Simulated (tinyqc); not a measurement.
A periodic Ge profile (wiggle well): inter-valley coupling by envelope functions against a chain of atomic planes.

Chain: E(phi) = e0 + 2 v cos(phi) + 2 u cos(2 phi), cos(phi0) = -v/(4u), e0 = 2u + v^2/(4u); plane j = 0, 1, ... has the potential V_j = dE x_j + F (j - 30) a/4 (1 MV/m = 1e-4 V/angstrom). There are 30 barrier planes a side; with y = j - 29.5, x_j = xb (f(y) + f(Nw - y)), f(y) = 1/(1 + exp(y/L)), plus any Ge added in the well. The valley splitting is the spacing of the two lowest levels. Envelope theory: F_j solves a one-valley chain with hopping -b and diagonal 2b + V_j, b = 4u sin^2(phi0), sum F_j^2 = 1; the valleys couple by Dv = sum_j F_j^2 V_j exp(-2 i phi0 j) and split by 2|Dv|.

Inputs chosen for the exercise (near those of the Delta valleys of silicon in a SiGe well; shifted at random, so the results belong to these values and not to a real crystal):
```
symbol  value  unit      meaning
a       5.431  angstrom  lattice constant; planes lie a/4 apart
u       0.58   eV        second-neighbour hopping
v       0.496  eV        nearest hopping
Nw      40               planes in the well
L       1.25   planes    interface width
xb      0.32             Ge fraction of the barriers
dE      0.64   eV        offset per unit Ge fraction
F       2      MV/m      field
xw      0.013            mean Ge fraction of the wiggle
```

periods (planes): pi/phi0 1.75876, pi/(pi - phi0) 2.31794

Added fraction xw (1 - cos(2 pi (j - 30)/p)) on the well planes; p = f times the resonant period pi/(pi - phi0). At resonance the estimate is dE xw.

Against period:
```
f     p (planes)  mean of the doublet (meV)  splitting, chain (micro-eV)  envelope
0.90      2.0861                      24.38                          221       233
0.95      2.2020                      24.20                         3973      4119
0.98      2.2716                      24.39                         7361      7447
0.99      2.2948                      24.46                         8007      8028
1.00      2.3179                      24.49                         8251      8222
1.01      2.3411                      24.48                         8072      8019
1.02      2.3643                      24.42                         7543      7487
1.05      2.4338                      24.22                         4743      4684
1.10      2.5497                      24.30                          670       624
1.50      3.4769                      24.48                           36        38
3.00      6.9538                      24.50                           15        15
```

What does the comparison show, and why?

The splitting peaks at f = 1 with 8.25 meV, against the estimate dE xw = 8.32 meV, and is 0.89 and 0.91 of the value at f = 1 two per cent off to either side: the width of the resonance is set by the number of periods under the envelope. At f = 3 it is 15 micro-eV. The chain has one orbital a plane and knows only this resonance; longer periods that work through other bands are outside it.

Computed by tinyqc, a small Python program: `OMP_NUM_THREADS=1 python tinyqc.py 1480862 1480863 out.jsonl` (the numbers bound the seed that draws the inputs); one thread of a shared host (Intel(R) Xeon(R) Processor @ 2.30GHz), about 0.1 s for the whole set of steps.
